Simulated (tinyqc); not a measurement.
Tersoff bond-order potential: one step, computed by the program tinyqc. Command: `OMP_NUM_THREADS=1 python tinyqc.py 3022160 3022161 out.jsonl tersoff walk`. One thread of a shared host (Intel(R) Xeon(R) Processor @ 2.30GHz), about 0.01 s of CPU time with the checks.

E = (1/2) sum_(i, j != i) [A exp(-lambda r_ij) - b_ij B exp(-mu r_ij)], b_ij = (1 + (beta zeta_ij)^n)^(-1/(2n)), zeta_ij = sum_(k != i, j) g(theta_ijk), g = 1 + c^2/d^2 - c^2/(d^2 + (h - cos theta)^2), with theta at atom i. Only nearest neighbours count (cut-off function 1 for them, 0 beyond).

Problem. An open trimer. Atom 1 binds atoms 2 and 3, which do not interact. b_12 = b_13 follow from zeta = g(theta); b_21 = b_31 = 1. E = sum over the two bonds of A exp(-lambda r) - (b + 1)/2 B exp(-mu r).

Inputs (values chosen for the exercise, modelled on carbon):
```
quantity                  value        unit
A                        1380.4          eV
B                        346.95          eV
lambda                   3.4879  1/angstrom
mu                       2.2119  1/angstrom
beta                   1.68e-07           -
n                        0.7294           -
c                         39000           -
d                         4.344           -
h                       -0.5608           -
bond length r_12           1.62    angstrom
bond length r_13           1.48    angstrom
angle theta at atom 1       152     degrees
```

Give: g(theta); bond order b_12; repulsive terms; attractive terms B exp(-mu r); energy of the trimer.

Solution.

g(theta) = 4.409e+05

bond order b_12 = 0.9088

repulsive terms (eV): 4.854  7.909

attractive terms B exp(-mu r) (eV): 9.64  13.14

energy of the trimer = -8.976 eV

g is least (g = 1) at cos theta = h, 124.1 degrees, wider than the tetrahedral 109.47.
